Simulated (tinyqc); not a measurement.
Admittance spectroscopy and thermally stimulated current of one trap level in a depletion layer. Changing the heating rate beta. Computed by tinyqc, a small Python program. Command: `OMP_NUM_THREADS=1 python tinyqc.py 3114030 3114031 out.jsonl admit sweep`. One thread of a shared host (Intel(R) Xeon(R) Processor @ 2.30GHz), about 0.01 s of CPU time with the checks.

A Schottky junction on n-type material holds one donor-like electron trap; shallow donors are fully ionised and abrupt depletion edges are assumed.

Inputs (values chosen for the exercise, modelled on n-type 4H-SiC): density-of-states mass m = 0.785 m_0; trap depth E_t below the band = 0.538 eV; capture cross section sigma = 1.4e-15 cm^2.

Constants: k_B = 1.380649e-23 J/K; m_0 = 9.1093837015e-31 kg; h = 6.62607015e-34 J s; k_B = 8.617333262e-05 eV/K.

Method:
- N_c = 2 (2 pi m k_B T/h^2)^(3/2), v_th = sqrt(3 k_B T/m), emission rate e_n = sigma v_th N_c exp(-E_t/(k_B T)).
- Thermally stimulated current without retrapping: filled share n(T) = exp(-(1/beta) int e_n dT), current proportional to e_n n; the peak obeys beta (E_t/(k_B T^2) + 2/T) = e_n(T). The integral starts at 0.5 T_m and uses 4000 trapezoid steps to 1.2 T_m.
- Chen's first-order estimate from the full width W = T_2 - T_1 between the half-height points: E = 2.52 k_B T_m^2/W - 2 k_B T_m.

One run for each value; columns: (1) heating rate beta (K/s); (2) peak temperature T_m (K); (3) E_t/(k_B T_m); (4) symmetry factor (T_2 - T_m)/(T_2 - T_1); (5) depth by Chen's formula (eV):
```
(1)       (2)     (3)      (4)      (5)
0.01   195.16  31.991  0.41625  0.57805
0.027  200.69  31.108  0.41659  0.57869
0.072  206.46  30.239  0.41693  0.57935
0.19   212.49  29.382  0.41729  0.58005
0.52   219.10  28.495  0.41769  0.58080
1.4    225.98  27.627  0.41809  0.58159
3.7    233.15  26.778  0.41851  0.58241
10     240.94  25.912  0.41896  0.58329
```

Describe and explain the trends.

Over the rows, peak temperature T_m (K) rises from 195 to 241 (exponent d ln y / d ln x 0.028 between the first rows and 0.033 between the last); E_t/(k_B T_m) falls from 32.0 to 25.9 (exponent d ln y / d ln x -0.028 between the first rows and -0.033 between the last); symmetry factor (T_2 - T_m)/(T_2 - T_1) rises from 0.4162 to 0.4190 (exponent d ln y / d ln x 8.1e-4 between the first rows and 0.0011 between the last). A line of ln(T_m^4/beta) against 1/(k_B T_m) has the slope 0.537 eV, against E_t = 0.538 eV.

Extremes, crossings and ranges named in words are read from the listed rows.
